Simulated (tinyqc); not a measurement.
A stack of flat layers between unequal leads with mass mismatch, transfer matrices: two steps of the calculation.

One electron of energy E comes from the left lead (band edge 0); no transverse momentum. Parabolic bands, masses in units of m0, C = hbar^2/(2 m0); psi and psi'/m are continuous at every interface. The layers follow each other from left to right, then the right lead.

Inputs (values chosen for the exercise); masses and band edges of a made-up stack:
- U = [0.58, 0.22, 0.4, -0.17] eV (band edges of the layers, left to right)
- m = [0.23, 0.25, 0.25, 0.23] m0 (masses of the layers)
- d = [1.4, 1, 0.5, 1.1] nm (widths of the layers)
- E = 0.928 eV (electron energy)

Constants: q = 1.602176634e-19 C, hbar = 1.054571817e-34 J s, m0 = 9.1093837015e-31 kg, hbar^2/(2 m0) = 0.0380998212 eV nm^2. Results are converted to the units shown.

Task 1. Matrices of the layers. For the pair (psi, psi'/m) a flat layer has M = [[cos kd, (m/k) sin kd], [-(k/m) sin kd, cos kd]] with k = sqrt(m (E - U)/C) above its edge U, and M = [[cosh Kd, (m/K) sinh Kd], [(K/m) sinh Kd, cosh Kd]] with K = sqrt(m (U - E)/C) below it. M12 is in nm, M21 in 1/nm.

Find: M of layer 1; M of layer 2; M of layer 3; M of layer 4.

Result 1.

M of layer 1:

|  | 1 | 2 |
|---|---|---|
| 1 | -0.44250 | 0.14230 |
| 2 | -5.6513 | -0.44250 |

M of layer 2:

|  | 1 | 2 |
|---|---|---|
| 1 | -0.55186 | 0.096727 |
| 2 | -7.1898 | -0.55186 |

M of layer 3:

|  | 1 | 2 |
|---|---|---|
| 1 | 0.59730 | 0.10772 |
| 2 | -5.9713 | 0.59730 |

M of layer 4:

|  | 1 | 2 |
|---|---|---|
| 1 | -0.95246 | 0.027216 |
| 2 | -3.4102 | -0.95246 |

Task 2. Transmission and reflection. The matrix M carries (psi, psi'/m) across the stack, and v = k/m in each lead. psi = 1 + r at the left edge (incident amplitude 1) and t at the right edge. With det M = 1, a = i vR M11 - M21 and b = -vL vR M12 - i vL M22: t = 2 i vL/(a - b), r = -(a + b)/(a - b), T(E) = (vR/vL) |t|^2, R(E) = |r|^2.

M:

|  | 1 | 2 |
|---|---|---|
| 1 | -0.32277508 | 0.15600287 |
| 2 | -7.0026188 | 0.28635615 |

vL = 11.035640 1/nm
vR = 11.224297 1/nm

Give: t; r; T(E); R(E).

Result 2.

t = -0.01473+0.83812i
r = 0.46334+0.26580i
T(E) = 0.71467
R(E) = 0.28533

T(E) + R(E) = 1: the current is conserved.

Range of the model: Masses are held fixed, although real bands cease to be parabolic a few tenths of an eV from their edges (inside a barrier too).

Computed by the program tinyqc: `OMP_NUM_THREADS=1 python tinyqc.py 2560113 2560114 out.jsonl`, one thread of a shared Intel Xeon 2.30GHz, about 0.01 s for the whole run.
